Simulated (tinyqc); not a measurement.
Inside a calculation. Model: BCS gap equation with a constant attraction inside the Debye window. Computed by tinyqc, a small Python program that keeps every step. Command: `OMP_NUM_THREADS=1 python tinyqc.py 3027965 3027966 out.jsonl bcs walk`. One thread of a shared host (Intel(R) Xeon(R) Processor @ 2.30GHz), about 0.01 s of CPU time with the checks. Intermediate numbers are printed to about 5 digits and carried at full precision; extremes and crossings named in words are read from the listed rows.

Pairs attract with strength V for |xi| < k_B Theta; N(0) is the density of states for one spin. Energies are given as temperatures (E/k_B, in K) unless marked.

Inputs (values chosen for the exercise, modelled on indium):

| quantity | value | unit |
|---|---|---|
| coupling N(0)V | 0.278 | - |
| Debye temperature Theta | 108 | K |
| temperature T | 0.648 | K |
| Fermi velocity v_F | 1.7e+06 | m/s |
| electron density n | 11.7 | 1e28/m^3 |
| mean free path l | 810 | nm |
| junction resistance R_n | 0.15 | kilo-ohm |

Solver: secant.

Constants: k_B = 8.617333262e-05 eV/K; hbar = 1.054571817e-34 J s; k_B = 1.380649e-23 J/K; m_0 = 9.1093837015e-31 kg; eps_0 = 8.8541878128e-12 F/m; c = 299792458 m/s; e = 1.602176634e-19 C; h = 6.62607015e-34 J s.

## Gap at zero temperature

At T = 0 the gap equation 1/(N(0)V) = int_0^Theta d xi/sqrt(xi^2 + Delta^2) has the integral arcsinh(Theta/Delta), so Delta_0 = Theta/sinh(1/(N(0)V)); weak coupling gives 2 Theta exp(-1/(N(0)V)).

Delta_0 = 5.9234 K

weak-coupling Delta_0 = 5.9189 K

Delta_0 in meV = 0.51044 meV

## Critical temperature

Gap equation: 1/(N(0)V) = I(Delta, T) = int_0^Theta tanh(E/2T)/E d xi, E = sqrt(xi^2 + Delta^2); 64 Gauss-Legendre points in y with xi = max(Delta, T) sinh(y). T_c solves I(0, T_c) = 1/(N(0)V); the weak-coupling form is T_c = (2 e^C/pi) Theta exp(-1/(N(0)V)) with Euler's C = 0.5772157, and 2 Delta_0/T_c then tends to 2 pi e^-C = 3.528.

T_c = 3.3556 K

weak-coupling T_c = 3.3556 K

2 Delta_0/T_c = 3.5304

T_c/Theta = 0.0311; the ratio lies +0.08 % from 3.528, so the universal weak-coupling laws hold.

## One evaluation of the gap equation

Take Delta = Delta_0 as the trial; the fixed-point update is Delta(new) = N(0)V Delta I(Delta, T).

I(Delta_0, T) = 3.5970

updated Delta = 5.9232 K

## Gap at temperature T

Residual r = N(0)V I - 1, with Delta_0 = Theta/sinh(1/(N(0)V)). Secant steps in Delta^2, from Delta_0 and 0.9 Delta_0, with Delta^2 kept at or above 1e-6 K^2. Stop when |r| < 1e-9 or after 40 steps.

Iterations:

| step | Delta (K) | residual r |
|---|---|---|
| 1 | 5.9229 | -2.3878e-06 |
| 2 | 5.9229 | -2.3384e-07 |
| 3 | 5.9229 | 2.0088e-12 |

converged (1 yes, 0 no) = 1

Delta(T) = 5.9229 K

Converged in 3 steps: Delta(T)/Delta_0 = 0.9999 at T/T_c = 0.193.

## Lengths and fields

xi_0 = hbar v_F/(pi Delta_0); lambda_L = sqrt(m_0 eps_0 c^2/(n e^2)); N(0) = 3 n/(2 m_0 v_F^2) for one spin; condensation energy N(0) Delta_0^2/2 = B_c^2/(2 mu_0), mu_0 = 1/(eps_0 c^2); with scattering lambda = lambda_L sqrt(1 + xi_0/l) in the local limit (where xi_0 and l both exceed lambda, nonlocal response makes the true depth larger); Ginzburg-Landau kappa = 0.96 lambda_L/xi_0 + 0.72 lambda_L/l. Free-electron mass throughout; heavier carriers, as in niobium or vanadium, give a larger lambda_L and kappa and can make the metal type II.

coherence length xi_0 = 697.79 nm

London depth lambda_L = 15.536 nm

critical field B_c(0) = 23.670 mT

depth with scattering = 21.196 nm

Ginzburg-Landau kappa = 0.035184

Kappa lies below 1/sqrt(2): type I, and l is comparable with xi_0, between the clean and dirty limits.

## A tunnel junction of this metal

Ambegaokar-Baratoff: I_c R_n = (pi Delta/(2e)) tanh(Delta/2T); Josephson energy E_J = hbar I_c/(2e), given as E_J/h; inductance hbar/(2 e I_c); thermal quasiparticle fraction x = n_qp/(2 N(0) Delta) = sqrt(2 pi T/Delta) exp(-Delta/T), valid for T well below Delta.

I_c R_n = 801.55 microvolt

critical current I_c = 5343.7 nA

E_J/h = 2654.1 GHz

Josephson inductance = 0.061588 nH

quasiparticle fraction x = 8.8934e-05

## Gap and superfluid density against temperature

Interpolation tanh(1.74 sqrt(T_c/T - 1)); near T_c, 1.74 sqrt(1 - T/T_c). Clean-limit superfluid fraction 1 - (1/2T) int_0^(40 T) cosh^-2(E/2T) d xi (64 points); two-fluid rule 1 - (T/T_c)^4.

Reduced quantities:

| T/T_c | Delta/Delta_0 | tanh form | square-root form | superfluid fraction | two-fluid rule |
|---|---|---|---|---|---|
| 0.10 | 1.00000 | 0.99994 | 1.6507 | 1.00000 | 0.99990 |
| 0.20 | 0.99988 | 0.99810 | 1.5563 | 0.99886 | 0.99840 |
| 0.30 | 0.99713 | 0.99022 | 1.4558 | 0.98184 | 0.99190 |
| 0.40 | 0.98507 | 0.97221 | 1.3478 | 0.92814 | 0.97440 |
| 0.50 | 0.95696 | 0.94023 | 1.2304 | 0.83442 | 0.93750 |
| 0.60 | 0.90711 | 0.88975 | 1.1005 | 0.70720 | 0.87040 |
| 0.70 | 0.82892 | 0.81411 | 0.9530 | 0.55430 | 0.75990 |
| 0.80 | 0.71122 | 0.70137 | 0.7782 | 0.38233 | 0.59040 |
| 0.90 | 0.52651 | 0.52267 | 0.5502 | 0.19631 | 0.34390 |
| 0.95 | 0.38045 | 0.37925 | 0.3891 | 0.09925 | 0.18549 |
| 0.98 | 0.24367 | 0.24358 | 0.2461 | 0.03994 | 0.07763 |

The tanh form misses the gap by at most about 0.017 (at T/T_c = 0.6); the square-root form is within 3 % only from T/T_c = 0.95. The gap keeps 99 % of Delta_0 up to T/T_c = 0.3, since quasiparticles are exponentially few. The two-fluid rule exceeds the BCS superfluid fraction most, by 0.21, at T/T_c = 0.8.

Checks made by the program: weak-coupling T_c, allowing for terms of order exp(-Theta/T_c) (relative difference below 1e-10).
